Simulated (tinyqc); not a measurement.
# Channel resistance from two points of the on-state curve

Problem. In the p-i-n model Von = V1 + 2 Vt ln(J/(1 A/cm^2)) + J Rch, with V1 independent of J. Find Rch and V1.

Parameters, values chosen for the exercise: temperature T = 300 K.

Constants: q = 1.602176634e-19 C, kB = 1.380649e-23 J/K, Vt = kB T/q. Results are converted to the units shown.

Von at J = 150 and 450 A/cm^2 (V): [1.0835261, 1.3953287]

Solution. Remove the logarithmic junction term; the rest is linear in J.

Rch = 0.850 mohm cm^2
V1 = 0.697 V

Computed by the program tinyqc: `OMP_NUM_THREADS=1 python tinyqc.py 2590116 2590117 out.jsonl`, one thread of a shared Intel Xeon 2.30GHz, about 0.01 s for the whole run.
